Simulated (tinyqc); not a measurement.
The 3-omega method: a line heater on a substrate with a thin film. From V_3 back to substrate conductivity kappa. Computed by tinyqc, a small Python program. Command: `OMP_NUM_THREADS=1 python tinyqc.py 3007542 3007543 out.jsonl threeomega inv`. One thread of a shared host (Intel(R) Xeon(R) Processor @ 2.30GHz), about 0.02 s of CPU time with the checks.

A current at angular frequency omega = 2 pi f heats the line at 2 omega with the amplitude P per length; the temperature swing Delta T at 2 omega gives a voltage at 3 omega. The substrate is taken as semi-infinite and isotropic, and the heat capacity of heater and film is left out.

Inputs (values chosen for the exercise, modelled on a phase-change telluride on gallium oxide):
```
quantity,value,unit
substrate heat capacity C,3.27,1e6 J/(m^3 K)
heater half-width b,3.3,micrometre
power amplitude per length P,13,W/m
current frequency f,32,Hz
film thickness t,380,nm
film conductivity kappa_f,0.43,W/(m K)
interface resistance R_i,5.3,m^2 K/GW
substrate thickness d_s,380,micrometre
temperature coefficient of resistance beta,3.3,1e-3/K
voltage amplitude V_1,2.7,V
```

Method:
- D = kappa/C; q = sqrt(2 i omega/D); penetration depth 1/|q| = sqrt(D/(2 omega)).
- Delta T_s = (P/(pi kappa)) int_0^infinity (sin x/x)^2 / sqrt(x^2 + (q b)^2) dx with (q b)^2 = i |q b|^2, averaged over the heater width (12 Gauss-Legendre points on each of the pieces 0, 14 log-spaced edges from 1e-5 to 1, and multiples of pi to 40 pi; the tail adds 1/(4 (40 pi)^2)).
- For |q| b much below 1: Delta T_s = (P/(pi kappa)) [-ln(|q| b) + eta - i pi/4], eta = 3/2 - C_E = 0.92278, with Euler's C_E = 0.5772157.
- One-dimensional flow across the film: Delta T_f = P (t/kappa_f + R_i)/(2 b); total in-phase swing Delta T = Delta T_s + Delta T_f; third-harmonic amplitude V_3 = V_1 beta |Delta T|/2 with the out-of-phase part included; the apparent film conductivity is t/(t/kappa_f + R_i).

Task: A run gave the result below. Find the substrate conductivity kappa, known to lie between 16 and 31 W/(m K).

V_3 = 11.30293 mV

Result:

Each step takes the trial c = (a f_b - b f_a)/(f_b - f_a), f being the result less the target and a, b, c the logarithms of the listed values; c replaces end b, the old b replaces a if the sign of f changed, and otherwise f_a is halved.

Scan of the range:
```
substrate conductivity kappa (W/(m K)),V_3 (mV)
16.0,12.9395
17.9,12.4499
19.9,12.0301
22.3,11.6205
24.9,11.2613
27.8,10.9358
31.0,10.6438
```

False position (Illinois rule, in the logarithm of the input) inside the bracket:
```
step,end a,end b,trial,V_3 (mV)
1,22.3000,24.9000,24.5839,11.3012
2,22.3000,24.5839,24.5574,11.3045
3,24.5839,24.5574,24.5700,11.3029
4,24.5574,24.5700,24.5700,11.3029
```

V_3 falls at every point of a 13-point scan of the range (every second point is shown), so one value fits; it is bracketed by 22.3 and 24.9. Answer: substrate conductivity kappa = 24.57 W/(m K).

Caution: the penetration depth exceeds a fifth of the substrate thickness, so the back face is felt and the semi-infinite formula fails.
